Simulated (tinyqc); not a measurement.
# In-plane mass from two subband densities

Question. At zero temperature each occupied subband holds N_k = D (EF - E_k), D = md m0 q/(pi hbar^2) per eV. Two subbands are occupied. Find md, EF - E1 and EF - E2.

Constants: q = 1.602176634e-19 C, hbar = 1.054571817e-34 J s, m0 = 9.1093837015e-31 kg. Results are converted to the units shown.

N1, N2 (cm^-2): 1.6743921e12  3.6e11
E2 - E1 = 15.5 meV

Answer. N1 - N2 = D (E2 - E1) gives D and so md; each N_k/D is a distance to EF.

md = 0.2030 m0
EF - E1 = 19.75 meV
EF - E2 = 4.245 meV

tinyqc, about 0.1 s, one thread, Intel Xeon 2.30GHz (shared host): `OMP_NUM_THREADS=1 python tinyqc.py 2140042 2140043 out.jsonl`
